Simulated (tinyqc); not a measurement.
# Octagonal on-chip spiral inductor, lumped pi model: two studies

Outer diameter do = di + 2 n wd + 2 (n - 1) sp, mean da = (do + di)/2, fill p = (do - di)/(do + di), length l = 3.314 n da. L = 2.25 mu0 n^2 da/(1 + 3.55 p), mu0 = 4 pi 1e-7 H/m. Rs = rho l/(wd delta (1 - exp(-th/delta))), delta = sqrt(rho/(pi f mu0)). Cs = n wd^2 eps0 eo/hu across the coil. At each end Cox = l wd eps0 eo/(2 ho) leads to the substrate branch Rsi = 2 rs he/(l wd) in parallel with Csi = l wd eps0 11.7/(2 he). With one end grounded Y = 1/(Rs + i w L) + i w Cs + 1/[1/(i w Cox) + 1/(1/Rsi + i w Csi)], w = 2 pi f; Q = -Im Y/Re Y. Eddy currents in neighbouring turns and in the substrate are left out.

Values chosen for this exercise; values of the order met in silicon radio-frequency processes: number of turns n = 4.5; line width wd = 15 um; space between turns sp = 3 um; inner diameter di = 60 um; metal thickness th = 2 um; metal resistivity rho = 1.9 uohm cm; oxide below the coil ho = 6.1 um; oxide between coil and underpass hu = 1.1 um; relative permittivity of the oxide eo = 3; substrate resistivity rs = 1000 ohm cm; effective spreading depth in the substrate he = 80 um; frequency f = 8.3 GHz.

Constants: eps0 = 8.8541878128e-12 F/m. Results are converted to the units shown.

Each table varies one quantity; the others keep the values above.

## Quality factor against frequency

Apparent inductance Im(1/Y)/w; share of the loss Re(substrate branch)/Re Y.

Quality factor against frequency:

| f (GHz) | Rs (ohm) | w L/Rs | Q | apparent inductance (nH) | loss in the substrate (%) |
|---|---|---|---|---|---|
| 0.26 | 1.630 | 2.634 | 2.633 | 2.629 | 0.01456 |
| 0.42 | 1.726 | 4.018 | 4.013 | 2.630 | 0.03367 |
| 0.69 | 1.859 | 6.130 | 6.113 | 2.633 | 0.08191 |
| 1.1 | 2.024 | 8.973 | 8.910 | 2.641 | 0.1886 |
| 1.9 | 2.290 | 13.70 | 13.43 | 2.668 | 0.4928 |
| 3 | 2.593 | 19.11 | 18.20 | 2.729 | 1.076 |
| 4.9 | 3.034 | 26.67 | 23.44 | 2.917 | 2.417 |
| 8.1 | 3.655 | 36.60 | 25.24 | 3.605 | 5.316 |
| 13 | 4.451 | 48.23 | 12.97 | 8.687 | 10.61 |

Read the table: what changes, and by how much?

Q goes from 2.63 through a maximum of 25.2 (at f = 8.1 GHz among the rows listed) to 13.0; the exact peak is 25.6 at 7.19 GHz and Q reaches zero at the self-resonance, 15.5 GHz. The share of the substrate rises from 0.0146 to 10.6 %, and the apparent inductance ends at 3.31 times L. At the peak the substrate takes 4.43 % of the loss. For f = 13 the coil is longer than 0.15 of a wavelength in the oxide, where one lumped section is rough.

## Effect of the substrate resistivity

Same model as above.

Peak Q and its frequency from a search over f; self-resonance where Im Y = 0; Q at the given f (negative beyond resonance).

The same in every row: L (nH) = 2.628; do (um) = 216.0.

Effect of the substrate resistivity:

| rs (ohm cm) | peak Q | f of the peak (GHz) | self-resonance (GHz) | Q at f |
|---|---|---|---|---|
| 0.1 | 19.68 | 4.657 | 10.25 | 9.665 |
| 1 | 16.52 | 3.472 | 10.50 | 3.318 |
| 3 | 14.38 | 2.839 | 12.20 | 2.321 |
| 10 | 12.60 | 2.493 | 15.05 | 4.111 |
| 30 | 14.09 | 3.570 | 15.49 | 9.038 |
| 100 | 19.36 | 5.397 | 15.54 | 16.76 |
| 1000 | 25.56 | 7.192 | 15.55 | 25.09 |
| 10000 | 26.66 | 7.489 | 15.55 | 26.40 |

As rs goes from 0.1 to 10000, L stays at 2.63 nH, the peak Q goes from 19.7 through a minimum of 12.6 (at rs = 10 among the rows listed) to 26.7, its frequency goes from 4.66 through a minimum of 2.49 (at rs = 10 among the rows listed) to 7.49 GHz and the self-resonance rises from 10.3 to 15.5 GHz. In this model both a very low and a very high resistivity dissipate little: the first shorts the branch to a pure Cox, the second blocks the current. For rs = 0.1, 1 eddy currents in the substrate, left out, would lower Q markedly.

Computed by the program tinyqc: `OMP_NUM_THREADS=1 python tinyqc.py 2302095 2302096 out.jsonl`, one thread of a shared Intel Xeon 2.30GHz, about 0.01 s for the whole run.
